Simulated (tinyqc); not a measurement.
# Delta-doped HEMT, charge control: effect of the gate voltage

A two-dimensional electron gas of density ns under a barrier. EF and the subbands are counted from the conduction-band edge of the channel at the interface. Two subbands of a triangular well with an infinite wall, parabolic band, no carriers in the barrier.

Fully depleted barrier with eb = ebr: Vp = q ND (d - ds)/(eps0 eb); donors per area ND; Voff = phiB - dEc - Vp. F = q (eta ns + Nb)/(eps0 ec) in eV/nm; E_k = a_k (C F^2/me)^(1/3), a_0 = 2.338107, a_1 = 4.087949, C = hbar^2/(2 m0); D = me m0 q/(pi hbar^2); ns = D Vt [ln(1 + exp((EF - E_0)/Vt)) + ln(1 + exp((EF - E_1)/Vt))], which gives EF = E_0 + Vt ln{2 s/[(1 + u) + sqrt((1 + u)^2 + 4 u s)]} with s = exp(ns/(D Vt)) - 1, u = exp((E_0 - E_1)/Vt). Charge control: ns + Nb = eps0 eb (Vg - Voff - EF)/(q d). Gate capacitance C = q dns/dVg = eps0 eb/(d + dd), dd = (eps0 eb/q) dEF/dns.

Values chosen for this exercise; material values close to those of AlGaAs on GaAs:

| symbol | value | unit | meaning |
|---|---|---|---|
| T | 300 | K | temperature |
| d | 17 | nm | barrier thickness from gate to channel |
| ds | 7.2 | nm | undoped spacer next to the channel |
| me | 0.0677 | m0 | electron mass in the channel |
| ec | 12.6 |  | relative permittivity of the channel |
| ebr | 12.3 |  | relative permittivity of the barrier |
| phiB | 1.01 | eV | barrier height of the gate |
| dEc | 0.237 | eV | conduction-band offset |
| ND | 3.4e12 | cm^-2 | sheet density of the donor plane at ds from the channel |
| eta | 0.6875 |  | share of ns that counts in the confining field |
| Nb | 0 | cm^-2 | depletion charge of the buffer |

Constants: q = 1.602176634e-19 C, kB = 1.380649e-23 J/K, hbar = 1.054571817e-34 J s, m0 = 9.1093837015e-31 kg, Vt = kB T/q, eps0 = 8.8541878128e-14 F/cm where lengths are in cm, hbar^2/(2 m0) = 0.0380998212 eV nm^2. Results are converted to the units shown.

The same in every row: Voff (V) = 0.2828.

Effect of the gate voltage:

| Vg (V) | ns (cm^-2) | EF (eV) | EF - E_0 (eV) | second subband (%) | dd (nm) | C (uF/cm^2) | EF/dEc |
|---|---|---|---|---|---|---|---|
| 0.13 | 3.438e9 | -0.1537 | -0.1557 | 48.54 | 548.0 | 0.01927 | -0.6484 |
| 0.22 | 4.539e10 | -0.07417 | -0.08547 | 42.01 | 54.18 | 0.1530 | -0.3129 |
| 0.3 | 1.575e11 | -0.02220 | -0.04811 | 32.90 | 21.18 | 0.2853 | -0.09368 |
| 0.38 | 3.202e11 | 0.01711 | -0.02448 | 25.14 | 13.34 | 0.3589 | 0.07217 |
| 0.47 | 5.357e11 | 0.05320 | -0.005402 | 18.92 | 9.951 | 0.4041 | 0.2245 |
| 0.55 | 7.440e11 | 0.08113 | 0.008184 | 15.10 | 8.434 | 0.4282 | 0.3423 |
| 0.63 | 9.620e11 | 0.1066 | 0.02000 | 12.37 | 7.508 | 0.4444 | 0.4497 |
| 0.72 | 1.215e12 | 0.1332 | 0.03202 | 10.18 | 6.826 | 0.4571 | 0.5621 |
| 0.8 | 1.446e12 | 0.1556 | 0.04199 | 8.768 | 6.404 | 0.4653 | 0.6565 |
| 0.88 | 1.680e12 | 0.1771 | 0.05152 | 7.705 | 6.087 | 0.4717 | 0.7471 |

As Vg goes from 0.13 to 0.88, ns rises from 3.44e9 to 1.68e12 cm^-2, EF rises from -0.154 to 0.177 eV and C rises from 0.0193 to 0.472 uF/cm^2. In the last row C is 73.6 % of eps0 eb/d. The line through the last two rows reaches ns = 0 at Vg = 0.306 V, above Voff = 0.283 V since part of the gate voltage goes into raising EF. The second subband holds over 20 % for Vg = 0.13, 0.22, 0.3, 0.38, where the higher subbands left out would add electrons. For Vg = 0.55, 0.63, 0.72, 0.8, 0.88 the band minimum in the barrier comes within 3 Vt of EF or below it, so the barrier is no longer depleted and takes electrons that the model puts in the channel.

Numbers from tinyqc (`OMP_NUM_THREADS=1 python tinyqc.py 2180138 2180139 out.jsonl`; about 0.01 s on one thread of a shared Intel Xeon 2.30GHz).
